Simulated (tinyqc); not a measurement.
The size of the error: propagation of a band-gap error through k.p and effective-mass formulas.

Chain, for a gap E (the reference Eg or another value), with Ep and Dso kept: 1/me = 1 + Ep (E + 2 Dso/3)/(E (E + Dso)); g* = 2 - 2 Ep Dso/(3 E (E + Dso)); g1(E) = g1 + (Ep/3)(1/E - 1/Eg), g2(E) = g2 + (Ep/6)(1/E - 1/Eg), light hole 1/(g1 + 2 g2), heavy hole 1/(g1 - 2 g2) along [100]; optical constant ei(E) = 1 + (ei - 1)(EP/(EP + E - Eg))^2, static e0(E) = ei(E) + e0 - ei.

Donor: R = Ry me/e0^2, a_B = a0 e0/me, Mott density (0.26/a_B)^3. Nc, Nv = 2 (m kT/(4 pi c))^(3/2), c = hbar^2/2m0, ni = sqrt(Nc Nv) exp(-E/2kT). Exciton: Ry mu/e0^2 with 1/mu = 1/me + g1(E). 1 angstrom^-3 = 1e24 cm^-3.

Constants: Ry = 13.60569312 eV; a0 (Bohr radius) = 0.5291772105 angstrom; kB = 8.617333262e-05 eV/K; hbar^2/2m0 = 3.80998211 eV angstrom^2.

Values chosen for the exercise (reference values near those of InP, gap at low temperature; shifted at random, so the results belong to these values and not to a real crystal): Eg = 1.431 eV (gap at Gamma to the s-like level); Dso = 0.106 eV (spin-orbit splitting); Ep = 20.5 eV (Kane energy); g1 = 5.1 (Luttinger gamma1); g2 = 1.61 (gamma2); e0 = 12.49 (static dielectric constant); ei = 9.56 (optical dielectric constant); EP = 5.19 eV (mean (Penn) gap); mh = 0.39 m0 (density-of-states mass of the holes); T = 300 K (temperature).

E = f Eg; ratios against f = 1.

Results:
```
f,E (eV),me ratio,light-hole ratio,e0 ratio,donor ratio,Mott ratio,g*,log10 ni ratio
0.25,0.358,0.278,0.225,1.404,0.141,0.00777,-6.732,8.60
0.40,0.572,0.429,0.367,1.299,0.254,0.0361,-1.731,6.94
0.60,0.859,0.625,0.566,1.180,0.448,0.148,0.251,4.65
0.80,1.145,0.815,0.777,1.082,0.696,0.427,0.988,2.34
1.00,1.431,1.000,1.000,1.000,1.000,1.00,1.341,0.00
1.20,1.717,1.180,1.237,0.930,1.364,2.04,1.537,-2.35
1.50,2.147,1.442,1.620,0.844,2.024,4.99,1.700,-5.89
2.00,2.862,1.857,2.347,0.736,3.429,16.1,1.829,-11.82
```

Between f = 0.8 and 1.2 the mean powers d ln(ratio)/d ln f are 0.91 for me, 1.15 for the light hole, -0.37 for e0, 1.66 for the donor energy and 3.86 for the Mott density; ni moves by -0.82 decades per 0.1 eV, against -0.1 eV/(2 kT ln 10) = -0.84 from the exponential alone, the rest coming from Nc through me^(3/4). g* changes sign between f = 0.40 and 0.60; the place of this zero hangs on remote bands, which are left out.

tinyqc: `OMP_NUM_THREADS=1 python tinyqc.py 1850198 1850199 out.jsonl`; about 0.01 s, one thread, shared Intel(R) Xeon(R) Processor @ 2.30GHz.
